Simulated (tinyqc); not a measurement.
Worked calculation: bound state in one dimension: Numerov shooting, finite differences, DVR. Computed by tinyqc, a small Python program that keeps every step. Settings: points = 48. Command: `OMP_NUM_THREADS=1 python tinyqc.py 20206 20207 out.jsonl` (the two numbers bound the seeds that draw the settings). One thread of a shared host (Intel(R) Xeon(R) Processor @ 2.60GHz), about 0.01 s of CPU time with the checks.

## Numerov steps at E = 0.1

One particle of mass 1 in V = 5.43 (1 - exp(-0.58 x))^2 (atomic units), psi = 0 at both ends:

| parameter | value |
|---|---|
| left end | -1.600000 |
| right end | 7 |
| intervals | 48 |
| h | 0.179167 |
| state sought (nodes) | 0 |

k_i = 2 m (E - V_i); (1 + h^2 k_(i+1)/12) y_(i+1) = 2 (1 - 5 h^2 k_i/12) y_i - (1 + h^2 k_(i-1)/12) y_(i-1), from y_0 = 0, y_1 = 0.001.

Points along the way:

| i | x | V | k | y |
|---|---|---|---|---|
| 0 | -1.60000 | 12.70187 | -25.20374 | 0.00000 |
| 1 | -1.42083 | 8.89359 | -17.58719 | 0.00100 |
| 2 | -1.24167 | 6.04116 | -11.88231 | 0.00255 |
| 3 | -1.06250 | 3.94138 | -7.68276 | 0.00507 |
| 4 | -0.88333 | 2.43157 | -4.66315 | 0.00881 |
| 5 | -0.70417 | 1.38168 | -2.56337 | 0.01386 |
| 16 | 1.26667 | 1.47016 | -2.74033 | 0.11901 |
| 17 | 1.44583 | 1.74986 | -3.29972 | 0.15178 |
| 18 | 1.62500 | 2.02281 | -3.84561 | 0.20089 |
| 19 | 1.80417 | 2.28575 | -4.37151 | 0.27522 |
| 20 | 1.98333 | 2.53651 | -4.87303 | 0.38887 |
| 21 | 2.16250 | 2.77370 | -5.34740 | 0.56451 |

## Bisection on the node count

With more sign changes than the state has nodes (the last point included) the energy is too high, else too low; the bracket starts as 0.1 to 10.

Trials:

| trial | E | sign changes | y at the right end | next |
|---|---|---|---|---|
| 1 | 5.0500000 | 4 | 1.89e-02 | lower |
| 2 | 2.5750000 | 2 | 2.00e+01 | lower |
| 3 | 1.3375000 | 1 | -5.53e+03 | lower |
| 4 | 0.7187500 | 0 | 2.43e+04 | raise |
| 5 | 1.0281250 | 1 | -4.75e+03 | lower |
| 6 | 0.8734375 | 0 | 3.03e+03 | raise |
| 7 | 0.9507813 | 1 | -1.98e+03 | lower |
| 8 | 0.9121094 | 0 | 1.86e+02 | raise |
| 9 | 0.9314453 | 1 | -9.74e+02 | lower |
| 10 | 0.9217773 | 1 | -4.14e+02 | lower |
| 11 | 0.9169434 | 1 | -1.19e+02 | lower |
| 12 | 0.9145264 | 0 | 3.22e+01 | raise |
| 13 | 0.9157349 | 1 | -4.38e+01 | lower |
| 14 | 0.9151306 | 1 | -5.86e+00 | lower |
| ... | ... | ... | ... | ... |
| 28 | 0.9150374 | 1 | -9.73e-04 | lower |
| 29 | 0.9150374 | 0 | 1.87e-04 | raise |
| 30 | 0.9150374 | 1 | -3.93e-04 | lower |

eigenvalue = 0.9150374 hartree

## The same grid by other methods

Three-point finite differences and the sine-DVR kinetic matrix of Colbert and Miller on the same points.

Lowest levels (hartree):

| state | finite differences | DVR |
|---|---|---|
| 0 | 0.91192 | 0.91507 |
| 1 | 2.48240 | 2.49363 |
| 2 | 3.71684 | 3.73606 |
